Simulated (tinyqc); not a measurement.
From results back to parameters: trap in a gate oxide as a short-range spherical well. Two cases, with inputs chosen for the exercise.

Problem. In strong inversion a gate step dV falls across the oxide, so a trap at depth x moves by -e dV x/tox against EF and d ln(tau_c/tau_e)/dV = -x/(tox kB T/e). The slope was computed from a hidden depth.

Constants: kB = 8.617333262e-05 eV/K.

Case 1.

Values chosen (out of a larger set: near those of HfO2 on Si; not measured data): tox = 22 angstrom (oxide thickness); T = 400 K (temperature).

slope = -11.8683 1/V

Case 2.

Values chosen (out of a larger set: near those of SiO2 on 4H SiC; not measured data): tox = 36 angstrom (oxide thickness); T = 200 K (temperature).

slope = -6.4470 1/V

Find: x/tox; x.

Solution. x/tox = -slope kB T/e.

Case 1.

x/tox = 0.409
x = 9.0 angstrom

Case 2.

x/tox = 0.111
x = 4.0 angstrom

Computed by tinyqc, one run a case: `OMP_NUM_THREADS=1 python tinyqc.py N N+1 out.jsonl` with N = 1252259, 1252263; one thread of a shared Intel(R) Xeon(R) Processor @ 2.30GHz, about 0.01 s a run at most.
